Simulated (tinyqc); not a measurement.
Thermal resistances of a two-die stack.

Inverse problem. Heat leaves through the lower die only, and the system is linear. Find the resistance R1 from the lower die to the coolant, R2 between the dies, and the rise of the upper die when both are powered.

Inputs (values chosen for the exercise): power of the lower die P1 = 33 W; power of the upper die P2 = 25 W.

rises of the lower and upper die with only the lower one powered (K): 27.39  27.39
rises of the lower and upper die with only the upper one powered (K): 20.75  31.75

Answer. With only the lower die powered no heat crosses R2, so both dies rise by P1 R1; the difference in the second test is P2 R2; rises add.

R1 = 0.830 K/W
R2 = 0.440 K/W
rise of the upper die = 59.1 K

Numbers from tinyqc (`OMP_NUM_THREADS=1 python tinyqc.py 2162120 2162121 out.jsonl`; about 0.03 s on one thread of a shared Intel Xeon 2.30GHz).
